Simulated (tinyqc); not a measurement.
## Trap density from two Hall measurements

Problem. p-type body, charge-sheet picture, full ionisation (an idealisation for deep acceptors), Boltzmann statistics for free electrons. e = Ec - EF at the surface. psi = Eg - Vt ln(Nv/Na) - e; N_dep = sqrt(2 eps0 eps_r Na (psi - Vt)/q); n_f = sqrt(N_dep^2 + 2 eps0 eps_r Vt Nc exp(-e/Vt)/q) - N_dep; Vg = Vfb + psi + q (N_dep + n_t + n_f)/Cox, Cox = eps0 eox/tox. Find e and n_t at both points and the mean trap density between them.

Values chosen for this exercise; band and dielectric values close to those of 4H silicon carbide: temperature T = 300 K; band gap Eg = 3.2 eV; relative permittivity eps_r = 9.62; conduction-band density of states at T Nc = 1.68e19 cm^-3; valence-band density of states at T Nv = 2.54e19 cm^-3; relative permittivity of the insulator eox = 3.9; insulator thickness tox = 63 nm; acceptor density Na = 1.6e17 cm^-3; flat-band voltage without trapped charge Vfb = -2.46 V.

Constants: q = 1.602176634e-19 C, kB = 1.380649e-23 J/K, Vt = kB T/q, eps0 = 8.8541878128e-14 F/cm where lengths are in cm. Results are converted to the units shown.

Vg (V): [7.6686403, 8.6663434]
free sheet density from the Hall effect (cm^-2): [4.4416651e9, 5.5781559e10]

Answer. Each n_f fixes e; what the gate voltage holds beyond psi, N_dep and n_f is trapped; the difference quotient is the density, smeared over a few Vt.

e (eV): [0.1410, 0.07500]
n_t (cm^-2): [2.370e11, 4.792e11]
mean trap density = 3.671e12 cm^-2 eV^-1

Program tinyqc, `OMP_NUM_THREADS=1 python tinyqc.py 2222140 2222141 out.jsonl`; Intel Xeon 2.30GHz, shared host, one thread, about 0.02 s.
